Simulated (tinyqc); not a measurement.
From results back to parameters: image-charge renormalisation of a gap near a dielectric or metal. Three cases, with inputs chosen for the exercise.

Problem. A small molecule or defect in vacuum at height z above the image plane of a substrate has both its electron and hole levels stabilised by (e^2/4 pi eps0)(es - 1)/((es + 1) 4 z), so its gap shrinks by twice that. The reduced gap is given.

Constants: e^2/(4 pi eps0) = 14.39964547 eV angstrom.

Find: reduction; (es - 1)/(es + 1); z.

Method. z = (e^2/4 pi eps0)(es - 1)/((es + 1) 2 x reduction). Local and hybrid functionals miss this shift, since it is a non-local correlation effect.

Case 1.

Values chosen: E0 = 3.92 eV (quasiparticle gap far from the surface); es = 10000 (dielectric constant of the substrate (1e4: a metal)).

gap near the surface = 2.82934 eV

Solution.

reduction = 1.0907 eV
(es - 1)/(es + 1) = 0.9998
z = 6.60 angstrom

Case 2.

Values chosen: E0 = 2.53 eV (quasiparticle gap far from the surface); es = 11.7 (dielectric constant of the substrate (1e4: a metal)).

gap near the surface = 0.84500 eV

Solution.

reduction = 1.6850 eV
(es - 1)/(es + 1) = 0.8425
z = 3.60 angstrom

Case 3.

Values chosen: E0 = 5.15 eV (quasiparticle gap far from the surface); es = 25 (dielectric constant of the substrate (1e4: a metal)).

gap near the surface = 4.17265 eV

Solution.

reduction = 0.9774 eV
(es - 1)/(es + 1) = 0.9231
z = 6.80 angstrom

Computed by tinyqc, one run a case: `OMP_NUM_THREADS=1 python tinyqc.py N N+1 out.jsonl` with N = 1851128, 1851131, 1851153; one thread of a shared Intel(R) Xeon(R) Processor @ 2.30GHz, about 0.03 s a run at most.
